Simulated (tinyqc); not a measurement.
Inside a calculation. Method: Hubbard ring of 3 sites. One step of it, computed by the program tinyqc.

Problem. Mean-field iteration 3. H(up) = T + U n(down), H(down) = T + U n(up); fill the lowest levels; n(new) = n + mixing (n(out) - n); E = tr T (rho up + rho down) + U sum n_up n_down of the output.

one-body matrix (hopping and site energies) (eV), order 1, 2, 3:
```
[[-0.860000, -1.720000, -1.720000],
 [-1.720000, -0.850000, -1.720000],
 [-1.720000, -1.720000, 0.120000]]
```

U = 2.700000 eV

electrons, up and down: [1, 1]

mixing = 0.500000

n(up) after iteration 2: [0.359409, 0.358437, 0.281905]

n(down) after iteration 2: [0.359409, 0.358437, 0.281905]

Give: levels, up; levels, down; energy; n(up) after iteration 3; n(down) after iteration 3.

Solution.

levels, up (eV): [-3.0943, 1.8341, 2.3695]

levels, down (eV): [-3.0943, 1.8341, 2.3695]

energy = -7.0984 eV

n(up) after iteration 3: [0.3619, 0.3608, 0.2772]

n(down) after iteration 3: [0.3619, 0.3608, 0.2772]
